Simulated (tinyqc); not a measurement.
Dopants and charged point defects at anneal temperature: Fermi-level effect, clustering and pairing: one step, computed by the program tinyqc. Command: `OMP_NUM_THREADS=1 python tinyqc.py 3007656 3007657 out.jsonl pairing walk`. One thread of a shared host (Intel(R) Xeon(R) Processor @ 2.30GHz), about 0.01 s of CPU time with the checks.

Boltzmann statistics and full ionisation of active dopants. Energies are counted from the valence band; the defect (a vacancy or self-interstitial) has five charge states, with all degeneracy factors one.

Task: Carrier density and Fermi level. n = A/2 + sqrt(A^2/4 + n_i^2) for an active density A. chi = n/n_i (for acceptors n_i/p); E_F = E_i + k_B T ln chi; field enhancement h = 1 + A/sqrt(A^2 + 4 n_i^2).

Inputs (values chosen for the exercise, for a model semiconductor): anneal temperature T = 730 K.

Dopant: donor. Second part: pairing with a mobile impurity.

active density A = 2.00e+20 cm^-3

n_i = 6.563463e+17 cm^-3

E_i = 0.2326044 eV

k_B T = 0.06290653 eV

Give: n; chi; E_F; field enhancement h.

Result:

n = 2.000e+20 cm^-3

chi = 304.7

E_F = 0.5924 eV

field enhancement h = 2.000

The doping is 305 n_i: extrinsic conditions. Caution: the carrier density exceeds the effective density of states, where Boltzmann statistics understate the shift of E_F and so the density of charged defects (gap narrowing, also left out, works the other way).
